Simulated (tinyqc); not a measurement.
Worked calculation: linear model of a band gap against the share of exact exchange. Values are carried at full precision from step to step, so a last printed digit may differ when a step is redone from the rounded ones.

E(alpha) = E0 + S alpha. A wider gap screens less, modelled in the Penn form eps(alpha) = 1 + (e0 - 1)(EP/(EP + S alpha))^2 with a scale EP chosen for the exercise. A dielectric-dependent hybrid takes alpha = 1/eps.

Inputs chosen for the exercise (of the order of those of InP; the results hold for these values, not for the real material):
```
symbol   value  unit  meaning
E0       0.65   eV    gap of the semi-local functional
S        5.17   eV    slope dE/d(alpha)
e0       10.56        optical dielectric constant at alpha = 0
EP       10.3   eV    energy scale of the screening
Et       1.43   eV    target gap
a_start  0            starting alpha
fv       0.59         share of the opening taken by the valence edge
Ed       0.3    eV    defect level above the semi-local valence top
cd       0            shift of the level per unit opening, on the scale of the mean potential
```

## Fixed shares

Gap, error against the target and eps for alpha = 0, 0.25 and 1/e0; and the alpha that meets the target, (Et - E0)/S.

Results:
```
alpha   E (eV)  E - Et (eV)     eps
0.0000   0.650       -0.780  10.560
0.2500   1.942        0.512   8.547
0.0947   1.140       -0.290   9.712
```

alpha for the target = 0.1509

A quarter of exact exchange overshoots the target by 0.51 eV: the material needs 0.151, and 1/e0 = 0.095 lies closer to it than 0.25 does.

## Self-consistent share

Iterate alpha -> 1/eps(alpha) seven times from a_start. The fixed point solves alpha eps(alpha) = 1; the contraction factor there is 2 (eps - 1) S/((EP + S alpha) eps^2).

Iterates:
```
step    alpha      eps  E (eV)
0     0.00000  10.5600  0.6500
1     0.09470   9.7121  1.1396
2     0.10296   9.6435  1.1823
3     0.10370   9.6374  1.1861
4     0.10376   9.6369  1.1864
5     0.10377   9.6369  1.1865
6     0.10377   9.6369  1.1865
7     0.10377   9.6369  1.1865
```

fixed point = 0.10377
contraction factor = 0.0887

The factor is positive, so the iterates approach from one side, the error shrinking to 0.09 of itself each step; the gap is within 0.01 eV of its limit from step 2. Self-consistency moves the gap by +0.047 eV against the one-shot choice 1/e0, since a wider gap screens less.

## Band edges and a deep level

The opening c = S alpha lowers the valence top by fv c and raises the conduction edge by (1 - fv) c, both against the mean potential; the level moves by cd c. Use the fixed point. Compare with stretching the level in proportion to the gap and with pinning it to either edge.

opening c = 0.536 eV

shifts of the valence and conduction edges (eV): [-0.317, 0.220]

level above the valence top = 0.617 eV
level below the conduction edge = 0.570 eV

level above the valence top: stretched, tied to the valence edge, tied to the conduction edge (eV): [0.548, 0.300, 0.836]

The three recipes err by -0.07, -0.32 and +0.22 eV against alignment through the mean potential. A localised level with cd = 0 stays put while the edges move away from it.

## Checks

- Fixed point by bisection against 60 substitutions: both 0.10377.

Computed by tinyqc, a small Python program: `OMP_NUM_THREADS=1 python tinyqc.py 1850551 1850552 out.jsonl` (the numbers bound the seed that draws the inputs); one thread of a shared host (Intel(R) Xeon(R) Processor @ 2.30GHz), about 0.01 s for the whole set of steps.
